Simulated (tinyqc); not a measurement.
# Worked calculation: energy and delay of logic against supply voltage

Computed by the program tinyqc: `OMP_NUM_THREADS=1 python tinyqc.py 2082062 2082063 out.jsonl`, one thread of a shared Intel Xeon 2.30GHz, about 0.01 s for the whole run. Printed values are rounded.

One expression serves below and above threshold: I(Vg) = Ik [ln(1 + exp((Vg - VT + dd V)/(al nf Vt)))]^al, with I_on = I(V) and I_off = I(0). Gate delay td = kd C V/I_on, clock period LD td. Per gate and cycle the switching energy is act C V^2 and the leakage energy I_off V LD td. No short-circuit current, no variation. Minima are sought above 0.09 V; below a few Vt gates no longer switch and the model has no meaning.

Inputs (values chosen for the exercise); values of the order met in logic technologies: temperature T = 300 K; threshold voltage at zero drain bias VT = 0.27 V; slope factor nf = 1.25; barrier lowering per volt of supply dd = 0.06; specific current of a gate Ik = 1.2 uA; exponent of the current law al = 1.84; load capacitance of a gate C = 2.9 fF; delay factor kd = 0.6; logic depth LD = 30; activity factor act = 0.1; supply voltage V = 0.5 V.

Constants: q = 1.602176634e-19 C, kB = 1.380649e-23 J/K, Vt = kB T/q. Results are converted to the units shown.

## Currents, delay and energies

I_on, I_off, td, clock frequency 1/(LD td), both energies and their sum.

I_on = 18.2159 uA
I_off = 0.702616 nA
td = 47.7603 ps
clock frequency = 0.697929 GHz
switching energy = 72.5 aJ
leakage energy = 0.503358 aJ
energy = 73.0034 aJ

I_on/I_off = 25900; leakage makes up 0.689 % of the energy.

## Starting value

V = 0.23 V.

V at the start = 0.23 V

## Iteration 1: new V

Minimum-energy supply: E(V) is the energy per gate and cycle; with h = 0.001 V, E' = (E(V + h) - E(V - h))/(2 h), E'' = (E(V - h) - 2 E(V) + E(V + h))/h^2, V(new) = V - E'/E''.

E' = 78.8925 aJ/V
E'' = 1574.56 aJ/V^2
V after iteration 1 = 0.179896 V

## Iteration 2: new V

As before.

E' = -25.0896 aJ/V
E'' = 2611.85 aJ/V^2
V after iteration 2 = 0.189502 V

## Course of the iteration

Stop when the step is below 1e-9 V, or after 40 iterations.

Course of the iteration:
```
iteration  V before the step (V)  step (V)
1                           0.23   -0.0501
2                       0.179896   9.61e-3
3                       0.189502   4.04e-4
4                       0.189906   7.54e-7
5                       0.189907  4.66e-12
```

Converged in 5 iterations. There leakage makes up 39.2 % of the energy and the clock runs at 11.2 MHz.
